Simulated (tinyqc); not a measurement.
Oxidation of curved silicon (wires and holes): cylindrical Deal-Grove kinetics with stress-retarded reaction. Inputs raised by 10 %, one at a time. Computed by tinyqc, a small Python program. Command: `OMP_NUM_THREADS=1 python tinyqc.py 3011485 3011486 out.jsonl wireox sens`. One thread of a shared host (Intel(R) Xeon(R) Processor @ 2.30GHz), about 0.06 s of CPU time with the checks.

Silicon fills r < a and oxide a < r < b. One volume of silicon gives 2.25 volumes of oxide, and the length is fixed.

Inputs (values chosen for the exercise, close to those used for silicon in dry oxygen):
```
quantity                       value        unit
prefactor B0                     744      um^2/h
activation energy E_B           1.23          eV
prefactor (B/A)0            4.44e+06        um/h
activation energy E_A           1.99          eV
starting silicon radius a0        11          nm
starting oxide x_i                 2          nm
viscosity prefactor eta0     6.1e-09        Pa s
viscosity energy E_eta          5.59          eV
critical shear stress s_c         63         MPa
activation volume V_k             10  angstrom^3
temperature T                   1000           C
time t                          0.53           h
```

Shape: wire (convex).

Constants: k_B = 8.617333262e-05 eV/K.

Method:
- B = B0 exp(-E_B/(k_B T)), B/A = (B/A)0 exp(-E_A/(k_B T)), eta = eta0 exp(E_eta/(k_B T)); 1 um = 1000 nm.
- Temperatures in kelvin are T(C) + 273.15.
- Geometry: b^2 = b0^2 + 1.25 (a0^2 - a^2), b0 = a0 + x_i.
- Rate of oxide made per interface area: q = 1/[1/k + 2 a |ln(b/a)|/B], and |da/dt| = q/2.25. Reaction k = (B/A) exp(-sigma V_k/(k_B T)). New oxide pushes the old with radial speed u = 1.25 |da/dt| at r = a; the shear stress at radius r is s_c asinh(z a^2/r^2), z = 2 eta u/(a s_c) (Eyring flow), and the compressive normal stress at the interface is sigma = |int_a^b 2 s/r dr| = s_c |F(z) - F(z a^2/b^2)|, F(y) = int_0^y asinh(w)/w dw. q and sigma are solved together. 1 MPa angstrom^3 = 6.241509e-6 eV.
- Integrate da/dt adaptively (tolerance 1e-8); a wire counts as consumed at a = 0.5 nm and a hole as closed at b = 0.5 nm. Planar reference: x^2 + A x = B t + x_i^2 + A x_i, A = B/(B/A).

Runs; columns: (1) input moved; (2) from; (3) to; (4) oxide thickness (nm); (5) silicon radius a (nm); (6) normal stress at time t (MPa); (7) ratio to the planar thickness:
```
(1)                                     (2)       (3)     (4)     (5)     (6)      (7)
base run                                  -         -  14.773  2.8384  1600.8  0.51871
prefactor B0 (um^2/h)                   744     818.4  14.793  2.8221  1605.8  0.51347
starting silicon radius a0 (nm)          11      12.1  15.463  3.6473  1451.8  0.54292
viscosity prefactor eta0 (Pa s)     6.1e-09  6.71e-09  14.734  2.8712  1610.9  0.51733
critical shear stress s_c (MPa)          63      69.3  14.521  3.0475  1659.3  0.50984
activation volume V_k (angstrom^3)       10        11  14.479  3.0814  1518.2  0.50839
time t (h)                             0.53     0.583  15.391  2.3164  1760.1  0.49974
```

Exponents ln(y'/y) / ln(x'/x):
```
input                       oxide thickness  silicon radius a  normal stress at time t  ratio to the planar thickness
prefactor B0                          0.014            -0.061                    0.033                         -0.107
starting silicon radius a0            0.478             2.631                   -1.025                          0.478
viscosity prefactor eta0             -0.028             0.121                    0.066                         -0.028
critical shear stress s_c            -0.181             0.746                    0.377                         -0.181
activation volume V_k                -0.211             0.862                   -0.556                         -0.211
time t                                0.429            -2.132                    0.996                         -0.391
```

Among the inputs moved here: oxide thickness answers most in size to starting silicon radius a0 (exponent +0.478), next to time t (+0.429). Silicon radius a answers most in size to starting silicon radius a0 (exponent +2.631), next to time t (-2.132). Normal stress at time t answers most in size to starting silicon radius a0 (exponent -1.025), next to time t (+0.996). Ratio to the planar thickness answers most in size to starting silicon radius a0 (exponent +0.478), next to time t (-0.391).

Caution (all rows): planar dry oxides this thin grow faster than Deal-Grove predicts. Caution (rows base run, prefactor B0, viscosity prefactor eta0, critical shear stress s_c, activation volume V_k, time t): a normal stress above about 1.5 GPa lies beyond the range of a viscous flow law. Caution (all rows): the oxide is taken as a purely viscous fluid in steady flow; elasticity, stress-dependent diffusion and thin-oxide enhancement are left out. Caution (rows time t): a core of one or two nanometres is at the limit of a continuum model.
